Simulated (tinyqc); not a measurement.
Inside a calculation. Model: thermal, flicker and telegraph noise of a field-effect transistor. Computed by tinyqc, a small Python program that keeps every step. Command: `OMP_NUM_THREADS=1 python tinyqc.py 3018774 3018775 out.jsonl noise walk`. One thread of a shared host (Intel(R) Xeon(R) Processor @ 2.30GHz), about 0.01 s of CPU time with the checks. Intermediate numbers are printed to about 6 digits and carried at full precision; extremes and crossings named in words are read from the listed rows.

Strong inversion, threshold roll-off and channel-length modulation left out; noise sources are uncorrelated and are given as one-sided spectral densities.

Inputs (values chosen for the exercise, modelled on a high-k silicon transistor):
```
quantity,value,unit
width W,35,micrometre
length L,2500,nm
electrical oxide thickness t,7.2,nm
mobility mu,120,cm^2/(V s)
saturation velocity v_s,0.95,1e7 cm/s
overdrive V_ov,0.74,V
thermal noise factor gamma,0.667,-
oxide trap density N_t,1.5e+17,1/(eV cm^3)
oxide barrier phi,2.5,eV
oxide mass m_ox,0.31,m_0
Hooge parameter alpha_H,0.00054,-
frequency f,30000,Hz
temperature T,400,K
```

Operating region: saturation. Flicker model: Hooge.

Constants: eps_0 = 8.8541878128e-12 F/m; hbar = 1.054571817e-34 J s; m_0 = 9.1093837015e-31 kg; e = 1.602176634e-19 C; k_B = 8.617333262e-05 eV/K; k_B = 1.380649e-23 J/K.

## Operating point

C_ox = 3.9 eps_0/t; V_c = 2 v_s L/mu; I = W C_ox v_s V_ov^2/(V_ov + V_c); g_m = W C_ox v_s V_ov (V_ov + 2 V_c)/(V_ov + V_c)^2; g_d0 = mu C_ox (W/L) V_ov.

C_ox = 0.479602 microfarad/cm^2

drain current I = 216.561 microampere

g_m = 579.928 microsiemens

g_d0 = 596.241 microsiemens

## Flicker noise

Tunnelling length lambda = hbar/(2 sqrt(2 m_ox phi)); flat-band noise S_Vfb = e^2 k_B T lambda N_t/(W L C_ox^2 f). Hooge: S_I = I^2 alpha_H/(f N), N = W L C_ox V_ov/e (the source-end density).

tunnelling length lambda = 1.10861 angstrom

S_Vfb = 2.43688e-16 V^2/Hz

flicker S_I = 4.35533e-22 A^2/Hz

flicker S_I/I^2 = 9.28672e-15 1/Hz

## Thermal noise and corner

Thermal: S_I = 4 k_B T gamma g_d0; input-referred S_V = S_I/g_m^2; corner f_c where flicker equals thermal. Total input noise from 1 Hz to f_c: sqrt(S_V,thermal [f_c ln(f_c/1 Hz) + f_c - 1 Hz]).

thermal S_I = 8.78519e-24 A^2/Hz

input-referred thermal noise = 5.11094 nV/sqrt(Hz)

corner frequency f_c = 1.48728e+06 Hz

input noise up to f_c = 24.3107 microvolt

full shot noise 2eI over thermal S_I = 7.89894

At f the noise is flicker dominated (f_c/f = 49.6).

## How many traps?

Active traps per decade of time constant: N_dec = N_t k_B T W L lambda ln(10); a single trap at the interface shifts the threshold by e/(W L C_ox) and the current by g_m times that; tunnelling depth for frequency f, z = lambda ln(1/(2 pi f tau_0)), tau_0 = 1e-10 s.

traps per decade = 115.486

threshold step of one trap = 3.81787e-04 mV

current step of one trap = 1.02239e-04 %

depth probed at f = 1.20606 nm

With several traps per decade their Lorentzians merge into 1/f.

## Telling the models apart

The formulas are those given above.

Against the overdrive:
```
V_ov (V),I (microampere),(g_m/I)^2 (1/V^2),S_I/I^2 (1/Hz),S_I/g_m^2 (V^2/Hz)
0.20,16.034,99.4979,3.43609e-14,3.45343e-16
0.25,25.021,63.5990,2.74887e-14,4.32219e-16
0.32,40.923,38.7499,2.14755e-14,5.54209e-16
0.40,63.814,24.7505,1.71804e-14,6.94144e-16
0.50,99.460,15.8010,1.37443e-14,8.69838e-16
0.63,157.392,9.9208,1.09082e-14,1.09953e-15
0.80,252.726,6.1268,8.59021e-15,1.40207e-15
1.00,392.939,3.9020,6.87217e-15,1.76117e-15
```

S_I/I^2 falls as V_ov^-1.00 at first and V_ov^-1.00 at the end; (g_m/I)^2 as V_ov^-2.01 and V_ov^-2.02. S_I/I^2 follows 1/N, so the input-referred noise rises by a factor 5.10, roughly as V_ov.

Checks made by the program: g_m against a numerical derivative of I (relative difference below 1e-10).
